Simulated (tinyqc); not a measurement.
Strain, valley repopulation and piezoresistance in a many-valley conduction band: one step, computed by the program tinyqc. Command: `OMP_NUM_THREADS=1 python tinyqc.py 3026134 3026135 out.jsonl valleys walk`. One thread of a shared host (Intel(R) Xeon(R) Processor @ 2.30GHz), about 0.03 s of CPU time with the checks.

Valleys are ellipsoids with mass m_l along the axis a and m_t across it, parabolic, with one constant relaxation time; strain shifts the valleys and leaves the masses alone. Currents are taken along [111], along the load, and along [1-10], across the load.

Problem. Mobility tensor and resistance change. Mobility tensor mu = e tau sum_v (n_v/n) [1/m_t + (1/m_l - 1/m_t) a a^T]; unstrained mu_0 = e tau (1/m_l + 2/m_t)/3; resistivity along d from the inverse tensor, rho_d = d.mu^-1.d/(n e), mobility along d = 1/(d.mu^-1.d); gauge pi_d = (rho_d/rho_0 - 1)/X.

Inputs (values chosen for the exercise, for a model crystal):
```
quantity,value,unit
longitudinal mass m_l,1.19,m_0
transverse mass m_t,0.0978,m_0
relaxation time tau,180,fs
temperature T,77,K
```

Valley axes: <111> (4 valleys). Load: uniaxial [111].

share of the electrons: [111] 0.0000093, [-111] 0.3333302, [1-11] 0.3333302, [11-1] 0.3333302

Constants: e = 1.602176634e-19 C; m_0 = 9.1093837015e-31 kg.

Give: mobility tensor; unstrained mobility mu_0; mobility along the first direction; mobility along the second direction; resistance change along the first direction; resistance change along the second direction.

Solution.

mobility tensor (cm^2/(V s)):
```
,x,y,z
x,2247,330,330
y,330,2247,330
z,330,330,2247
```

unstrained mobility mu_0 = 2247 cm^2/(V s)

mobility along the first direction = 2907 cm^2/(V s)

mobility along the second direction = 1917 cm^2/(V s)

resistance change along the first direction = -22.71 %

resistance change along the second direction = 17.22 %

The mobility lies between e tau/m_l = 266 and e tau/m_t = 3240; the trace stays at 3 mu_0. Along the first direction the filled valleys present more of their light mass.
